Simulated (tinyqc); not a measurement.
Admittance spectroscopy and thermally stimulated current of one trap level in a depletion layer: one step, computed by the program tinyqc. Command: `OMP_NUM_THREADS=1 python tinyqc.py 3113453 3113454 out.jsonl admit walk`. One thread of a shared host (Intel(R) Xeon(R) Processor @ 2.30GHz), about 0.01 s of CPU time with the checks.

A Schottky junction on n-type material holds one donor-like electron trap; shallow donors are fully ionised and abrupt depletion edges are assumed.

Problem. Temperature of the peak. N_c = 2 (2 pi m k_B T/h^2)^(3/2), v_th = sqrt(3 k_B T/m), emission rate e_n = sigma v_th N_c exp(-E_t/(k_B T)). Where the level crosses the Fermi level capture equals emission, so the trap follows the signal with the rate 2 e_n; G/omega peaks at omega = 2 e_n (the correction for large N_t/N is left out). Solve 2 e_n(T_p) = 2 pi f.

Inputs (values chosen for the exercise, modelled on n-type 4H-SiC):
```
quantity,value,unit
density-of-states mass m,0.776,m_0
shallow doping N,9e+16,1/cm^3
trap depth E_t below the band,0.436,eV
capture cross section sigma,6.7e-17,cm^2
test frequency f,200,Hz
```

Constants: k_B = 1.380649e-23 J/K; m_0 = 9.1093837015e-31 kg; h = 6.62607015e-34 J s; k_B = 8.617333262e-05 eV/K.

Give: peak temperature T_p; N_c at T_p; e_n at T_p; E_c - E_F = k_B T_p ln(N_c/N).

Solution.

peak temperature T_p = 297.8 K

N_c at T_p = 1.697e+19 1/cm^3

e_n at T_p = 628.3 1/s

E_c - E_F = k_B T_p ln(N_c/N) = 0.1345 eV
